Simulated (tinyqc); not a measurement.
From coverage theta back to total solute fraction x0: equilibrium and kinetic segregation of a solute to boundaries and growing surfaces. Computed by tinyqc, a small Python program. Command: `OMP_NUM_THREADS=1 python tinyqc.py 3023338 3023339 out.jsonl segreg inv`. One thread of a shared host (Intel(R) Xeon(R) Processor @ 2.30GHz), about 0.03 s of CPU time with the checks.

Inputs (values chosen for the exercise, modelled on a solute in a copper line):
```
quantity                             value  unit
segregation energy Q                 0.471    eV
interaction z w (positive attracts)   0.14    eV
temperature T                         1025     K
grain size d                          1500    nm
boundary thickness delta              0.56    nm
```

Isotherm: Fowler-Guggenheim.

Constants: k_B = 8.617333262e-05 eV/K.

Method. With theta the solute fraction on boundary sites and x that in the grains, theta/(1 - theta) = [x/(1 - x)] exp[(Q + z w theta)/(k_B T)]. Finite grains: boundary sites are the fraction f = 3 delta/d, and x0 = (1 - f) x + f theta; solve both equations for theta; share at boundaries = f theta/x0.

Question. A run gave the result below. Find the total solute fraction x0, known to lie between 0.015 and 0.03.

coverage theta = 0.9484497

Answer.

Each step takes the trial c = (a f_b - b f_a)/(f_b - f_a), f being the result less the target and a, b, c the logarithms of the listed values; c replaces end b, the old b replaces a if the sign of f changed, and otherwise f_a is halved.

Scan of the range:
```
total solute fraction x0  coverage theta
0.0150                          0.927300
0.0168                          0.935964
0.0189                          0.943820
0.0212                          0.950508
0.0238                          0.956410
0.0267                          0.961555
0.0300                          0.966136
```

False position (Illinois rule, in the logarithm of the input) inside the bracket:
```
step      end a      end b      trial  coverage theta
1     0.0189000  0.0212000  0.0204638        0.948543
2     0.0189000  0.0204638  0.0204005        0.948368
3     0.0204638  0.0204005  0.0204300        0.948450
4     0.0204005  0.0204300  0.0204300        0.948450
```

Coverage theta rises at every point of a 13-point scan of the range (every second point is shown), so one value fits; it is bracketed by 0.0189 and 0.0212. Answer: total solute fraction x0 = 0.02043.
